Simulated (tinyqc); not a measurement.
Hubbard ring of 4 sites, step by step. Computed by tinyqc, a small Python program that keeps every step. Settings: hopping = 1.85, U = 4.9, mixing = 0.5, iteration cap = 70. Command: `OMP_NUM_THREADS=1 python tinyqc.py 28207 28208 out.jsonl` (the two numbers bound the seeds that draw the settings). One thread of a shared host (Intel(R) Xeon(R) Processor @ 2.60GHz), about 0.3 s of CPU time with the checks.

one-body matrix (hopping and site energies) (eV), lower triangle:
```
           1          2          3         4
1  -0.330000
2  -1.850000   0.390000
3   0.000000  -1.850000  -0.560000
4  -1.850000   0.000000  -1.850000  0.890000
```

U = 4.900000 eV

electrons, up and down: 3  2

n(up) at the start (a guess, not normalised): 1 1.000000, 2 0.450000, 3 1.000000, 4 0.450000

n(down) at the start (a guess): 1 0.200000, 2 0.800000, 3 0.200000, 4 0.800000

Each step fills the lowest levels of T + U n(other spin) and sets n(new) = n + mixing (n(out) - n); stop when output and input agree to 1e-8.

Course of the cycle:
```
iteration       E (eV)  largest |n(out) - n(in)|  mean |n_up - n_down|
1           0.64764100                  2.61e-01              0.423413
2           0.58457868                  1.14e-01              0.399358
3           0.56738148                  6.26e-02              0.384371
4           0.56085153                  3.95e-02              0.375090
5           0.55770544                  2.75e-02              0.369252
6           0.55573959                  2.09e-02              0.365291
7           0.55406076                  1.76e-02              0.362326
8           0.55213506                  2.16e-02              0.364634
9           0.54927326                  3.71e-02              0.361235
10          0.54137073                  9.01e-02              0.336739
11          0.47326902                  3.09e-01              0.250000
...                ...                       ...                   ...
60         -0.26437358                  3.36e-06              0.367911
61         -0.26437358                  2.79e-06              0.367911
62         -0.26437358                  2.32e-06              0.367911
63         -0.26437358                  1.93e-06              0.367911
64         -0.26437358                  1.60e-06              0.367911
65         -0.26437358                  1.33e-06              0.367911
66         -0.26437358                  1.11e-06              0.367911
67         -0.26437358                  9.23e-07              0.367911
68         -0.26437358                  7.67e-07              0.367911
69         -0.26437358                  6.38e-07              0.367911
70         -0.26437358                  5.31e-07              0.367911
```

Can the last value be used, and what does the course show?

Not by the stop rule, although the second column moves by less than 1e-07 over the last three steps. Not converged within 70 iterations: the residual falls steadily but slowly, by a factor of about 0.83 a step. The lowest mean-field energy found from random starts is -0.26437 eV. Reruns (cap 100 unless said): mixing 0.2: not converged; mixing 0.9: converged in 48 (E = -0.26437); the original settings with a cap of 400: converged in 92 (E = -0.26437).
